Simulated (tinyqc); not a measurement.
p-n diode, drift-diffusion by the Gummel loop with Scharfetter-Gummel fluxes: one step of the calculation.

Abrupt junction at x = 0, p side from -Lp, n side to Ln, ohmic contacts. psi is counted from the intrinsic level; n = ni exp((psi - phin)/Vt), p = ni exp((phip - psi)/Vt). Contacts: p side psi = V - Vt ln(Na/ni), p = Na, n = ni^2/Na; n side psi = Vt ln(Nd/ni), n = Nd, p = ni^2/Nd. Constant mobilities, D = mu Vt, Boltzmann statistics, SRH recombination through a mid-gap level, U = (n p - ni^2)/(tp (n + ni) + tn (p + ni)). Current is positive from the p contact to the n contact.

Task. Recombination and current. U_i as defined. J = Jn at the p contact + Jp at the n contact + q sum w_i U_i - q G sum w_i over the inner nodes, which avoids differences of large majority fluxes: Jn = (q mun Vt/h_0)[n_1 B(d_0) - n_0 B(-d_0)], Jp = (q mup Vt/h_last)[p_(N-1) B(d_last) - p_N B(-d_last)], d_i = (psi_(i+1) - psi_i)/Vt, B(d) = d/(exp(d) - 1), w_i = (h_(i-1) + h_i)/2.

Inputs (values chosen for the exercise); band and dielectric values close to those of silicon:
```
symbol,value,unit,meaning
T,300,K,temperature
mun,560,cm^2/(V s),electron mobility
mup,230,cm^2/(V s),hole mobility
tn,5e-8,s,SRH lifetime of electrons
tp,9e-9,s,SRH lifetime of holes
G,0,cm^-3 s^-1,uniform generation rate
```

Constants: q = 1.602176634e-19 C, kB = 1.380649e-23 J/K, Vt = kB T/q. Results are converted to the units shown.

| node | x (nm) | converged psi (V) | converged n (cm^-3) | converged p (cm^-3) |
|---|---|---|---|---|
| 0 | -710 | -0.16288252 | 263.60859 | 9.4e17 |
| 1 | -391 | -0.16288252 | 1.3077078e7 | 9.4000000e17 |
| 2 | -212 | -0.16288252 | 2.0422903e7 | 9.4000000e17 |
| 3 | -111 | -0.16288251 | 2.4571760e7 | 9.3999933e17 |
| 4 | -54.5 | -0.16287781 | 2.6898826e7 | 9.3982879e17 |
| 5 | -22.8 | -0.16249857 | 2.8609476e7 | 9.2614214e17 |
| 6 | -5 | -0.15267933 | 4.2718442e7 | 6.3346382e17 |
| 7 | 5 | -0.08011884 | 7.0953831e8 | 3.8261255e16 |
| 8 | 37.3 | 0.08732559 | 4.6136479e11 | 5.8859497e13 |
| 9 | 142 | 0.35859565 | 1.6641232e16 | 1.6259470e9 |
| 10 | 480 | 0.36803512 | 2.3975165e16 | 9.8011876e8 |
| 11 | 1570 | 0.36806188 | 2.3999994e16 | 5.5040596e8 |
| 12 | 5100 | 0.36806189 | 2.4e16 | 10324.670 |

ni = 1.5741413e10 cm^-3

Give: U; Jn at the p contact; Jp at the n contact; recombination; generation; J.

Result.

| node | U (cm^-3 s^-1) |
|---|---|
| 0 | 0 |
| 1 | 2.615e14 |
| 2 | 4.085e14 |
| 3 | 4.914e14 |
| 4 | 5.380e14 |
| 5 | 5.722e14 |
| 6 | 8.544e14 |
| 7 | 1.419e16 |
| 8 | 9.211e18 |
| 9 | 1.807e17 |
| 10 | 1.089e17 |
| 11 | 6.115e16 |
| 12 | 0 |

Jn at the p contact = 9.508e-7 A/cm^2
Jp at the n contact = 1.485e-6 A/cm^2
recombination = 1.427e-5 A/cm^2
generation = 0 A/cm^2
J = 1.670e-5 A/cm^2

Program tinyqc, `OMP_NUM_THREADS=1 python tinyqc.py 2240141 2240142 out.jsonl`; Intel Xeon 2.30GHz, shared host, one thread, about 0.2 s.
